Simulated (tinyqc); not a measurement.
Junctionless gate-all-around wire, depletion approximation: two steps of the calculation.

A uniformly doped n-type wire of radius R under a surrounding gate; long channel. Below flat band a shell from radius rc to R is fully depleted and the neutral core, at channel potential V (0 at the source, Vd at the drain), carries the current with constant mobility; s = (rc/R)^2 is the share of the cross-section that conducts. The edge of the depleted shell is taken as abrupt, so there is no subthreshold current.

Parameters, values chosen for the exercise; material values close to those of gallium nitride: relative permittivity of the semiconductor eps_r = 9.61; relative permittivity of the gate insulator eox = 7.5; insulator thickness tox = 5 nm; wire radius R = 15 nm; donor density Nd = 2.7e18 cm^-3; flat-band voltage Vfb = 1.17 V; gate voltage Vg = 0.98 V.

Constants: q = 1.602176634e-19 C, eps0 = 8.8541878128e-14 F/cm where lengths are in cm. Results are converted to the units shown.

Task 1. Voltages that deplete the wire. Cox = eps0 eox/(R ln(1 + tox/R)); A = q Nd R^2/(4 eps0 eps_r); B = q Nd R/(2 Cox); VT = Vfb - A - B.

Find: Cox; A; B; VT.

Result 1.

Cox = 1.5389 uF/cm^2
A = 0.28597 V
B = 0.21083 V
VT = 0.67320 V

Of the 0.497 V needed, 42.4 % drops over the insulator. The device is normally off.

Task 2. Conducting share at the source by Newton steps. With V = 0: f = A (1 - s + s ln s) + B (1 - s) - (Vfb - Vg); f' = A ln s - B; s(new) = s - f/f'.

s after iteration 1 = 0.40047679
A = 0.28597269 V
B = 0.21082858 V

Wanted: f; f'; s after iteration 2.

Result 2.

f = 0.003042 V
f' = -0.4725 V
s after iteration 2 = 0.4069

Program tinyqc, `OMP_NUM_THREADS=1 python tinyqc.py 2460122 2460123 out.jsonl`; Intel Xeon 2.30GHz, shared host, one thread, about 0.01 s.
